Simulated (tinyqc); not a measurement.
Input admittance of a MOSFET at zero drain bias: distributed channel and distributed gate: two steps of the calculation.

Source and drain grounded, strong inversion, w = 2 pi f, Cox = eps0 eox/tox. The channel is an RC line of resistance 1/(mu Cox Vo) per square fed from both ends, so one finger has the intrinsic admittance y = i w Cox L tanh(g)/g per width, g = (1/2) sqrt(i w tau), tau = L^2/(mu Vo). The vertical resistance rv/L is in series with y, the overlaps 2 i w Cov in parallel: y_t = 1/(1/y + rv/L) + 2 i w Cov. The gate strip is a line of Rsh/L per length loaded by y_t, so a finger has Y = y_t Wf tanh(k)/k, k = (Wf/sd) sqrt(y_t Rsh/L); the device has Nf Y.

Inputs (values chosen for the exercise); values of the order met in silicon radio-frequency transistors: relative permittivity of the gate insulator (close to silicon dioxide) eox = 3.9; insulator thickness tox = 1.6 nm; channel length L = 0.63 um; finger width Wf = 17 um; number of fingers Nf = 8; channel mobility mu = 210 cm^2/(V s); gate overdrive Vo = 0.21 V; sheet resistance of the gate Rsh = 25 ohm/square; vertical resistivity of the gate stack rv = 0 ohm um^2; number of ends at which a finger is contacted sd = 2; overlap and fringe capacitance on each side Cov = 0.33 fF/um; frequency f = 0.93 GHz.

Constants: eps0 = 8.8541878128e-14 F/cm where lengths are in cm. Results are converted to the units shown.

Problem 1. Admittance of the channel and stack per width. tau, g, c = Cox L, y and y_t as defined.

Give: tau; g; c; y; y_t.

Solution 1.

tau = 90.000 ps
g = 0.25639+0.25639i
c = 13.597 fF/um
y = 3.472+79.268i uS/um
y_t = 3.472+83.125i uS/um

w tau = 0.526, and Im y is 0.998 of w c.

Problem 2. Input impedance of the device. k and Y as defined; Z = 1/(Nf Y) = R + 1/(i w C); Q = |Im Z|/R; signal at the point farthest from a contact |1/cosh k|.

y_t = 3.472219+83.124537i uS/um

Wanted: k; Nf Y; R; C; Q; signal at the far point.

Solution 2.

k = 0.3525+0.3381i
Nf Y = 1.35+11.15i mS
R = 10.71 ohm
C = 1936 fF
Q = 8.256
signal at the far point = 0.9904

Program tinyqc, `OMP_NUM_THREADS=1 python tinyqc.py 2262158 2262159 out.jsonl`; Intel Xeon 2.30GHz, shared host, one thread, about 0.01 s.
